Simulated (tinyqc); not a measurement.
Millisecond and nanosecond annealing: surface heating, thermal budget and solid-phase regrowth: one step, computed by the program tinyqc.

A square pulse heats the surface of a thick wafer with constant thermal properties; losses by radiation are neglected and silicon melts at 1414 C.

Task: Thermal budget. Absorbed flux q = (1 - R) fluence/t_p; kappa = k/c. With f(z, t) = (2 q/k) sqrt(kappa t) ierfc(z/(2 sqrt(kappa t))), ierfc(x) = exp(-x^2)/sqrt(pi) - x erfc(x): T = T0 + f(z, t) during the pulse and T0 + f(z, t) - f(z, t - t_p) after it. Temperatures in kelvin are T(C) + 273.15. Integrate exp(-E/(k_B T(t))) at the surface from 0 to 10 t_p (Gauss-Legendre, 60 points in sqrt(t) up to t_p and 60 in sqrt(t - t_p) after it). (Dt) = D0 x integral with E; regrowth = v0 x integral with E_v; effective time = integral/exp(-E/(k_B T_peak)).

Inputs (values chosen for the exercise, modelled on hot silicon with boron): incident fluence = 0.648 J/cm^2; pulse length t_p = 2.7e-07 s; reflectance R = 0.55; thermal conductivity k = 0.31 W/(cm K); heat capacity per volume c = 2.13 J/(cm^3 K); preheat temperature T0 = 400 C; dopant prefactor D0 = 1.03 cm^2/s; dopant activation energy E = 3.5 eV; regrowth prefactor v0 = 3.7e+08 cm/s; regrowth energy E_v = 2.68 eV.

Source: pulsed laser.

peak temperature = 1179.274 C

Constants: k_B = 8.617333262e-05 eV/K.

Give: budget (Dt); diffusion length 2 sqrt(Dt); effective time over t_p; possible regrowth.

Result:

budget (Dt) = 2.5182e-20 cm^2

diffusion length 2 sqrt(Dt) = 0.0031738 nm

effective time over t_p = 0.12635

possible regrowth = 0.081990 nm

Caution: equilibrium diffusivities are used; implant damage enhances diffusion, and k and c vary with temperature. Caution: the peak lies above 1150 C, and amorphous silicon melts some 200 to 250 K below the crystal, so a layer that has not regrown before the peak may melt instead. Caution: a diffusion length below the atomic spacing of 0.235 nm means about one jump per atom or fewer, so the profile does not change measurably.
